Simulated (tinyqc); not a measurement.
# From sheet resistance R_s back to solubility limit N_s

Model: sheet resistance and Hall data of a diffused or implanted layer. Computed by tinyqc, a small Python program. Command: `OMP_NUM_THREADS=1 python tinyqc.py 3014265 3014266 out.jsonl layer inv`. One thread of a shared host (Intel(R) Xeon(R) Processor @ 2.30GHz), about 0.02 s of CPU time with the checks.

Carriers are taken equal to the net active doping down to the junction (full ionisation, which deep dopants in wide-gap hosts do not reach; no spill-over, no depletion), and the Hall factor is 1.

Inputs (values chosen for the exercise, modelled on nitrogen in 4H-SiC):
```
quantity                                 value        unit
mu_min                                    39.4  cm^2/(V s)
mu_max                                     946  cm^2/(V s)
N_ref                                    2e+17      1/cm^3
exponent alpha                             0.6           -
peak concentration N_0                 4.7e+20      1/cm^3
length scale l                              44          nm
background doping N_B (opposite type)  3.8e+16      1/cm^3
```

Profile: box. Activation: limited by solubility.

Constants: e = 1.602176634e-19 C.

Method:
- N(x) = N_0 down to x_j = l, dose N_0 l.
- Mobility mu = mu_min + (mu_max - mu_min)/(1 + (N_t/N_ref)^alpha), N_t = active doping + N_B; carriers n = active doping - N_B, active doping min(N, N_s).
- Integrals from x_0 (0 unless stated) to x_j by the midpoint rule on 400 even intervals: 1/R_s = e int n mu dx; sheet density n_s = int n dx; Hall sheet density (int n mu dx)^2/int n mu^2 dx; Hall mobility int n mu^2 dx/int n mu dx.
- Mean conductivity 1/(R_s x_j); mean mobility 1/(e n_s R_s).

Problem. A run gave the result below. Find the solubility limit N_s, known to lie between 7.9e+19 and 1.8e+20 1/cm^3.

sheet resistance R_s = 256.9813 ohm

Solution.

Each step takes the trial c = (a f_b - b f_a)/(f_b - f_a), f being the result less the target and a, b, c the logarithms of the listed values; c replaces end b, the old b replaces a if the sign of f changed, and otherwise f_a is halved.

Scan of the range:
```
solubility limit N_s (1/cm^3)  sheet resistance R_s (ohm)
7.90e+19                                          281.555
9.06e+19                                          252.933
1.04e+20                                          226.730
1.19e+20                                          203.481
1.37e+20                                          181.462
1.57e+20                                          162.212
1.80e+20                                          144.762
```

False position (Illinois rule, in the logarithm of the input) inside the bracket:
```
step        end a        end b        trial  sheet resistance R_s (ohm)
1     7.90000e+19  9.06000e+19  8.88611e+19                     256.820
2     7.90000e+19  8.88611e+19  8.87254e+19                     257.128
3     8.88611e+19  8.87254e+19  8.87900e+19                     256.981
4     8.87254e+19  8.87900e+19  8.87900e+19                     256.981
```

Sheet resistance R_s falls at every point of a 13-point scan of the range (every second point is shown), so one value fits; it is bracketed by 7.90e19 and 9.06e19. Answer: solubility limit N_s = 8.879e19 1/cm^3.
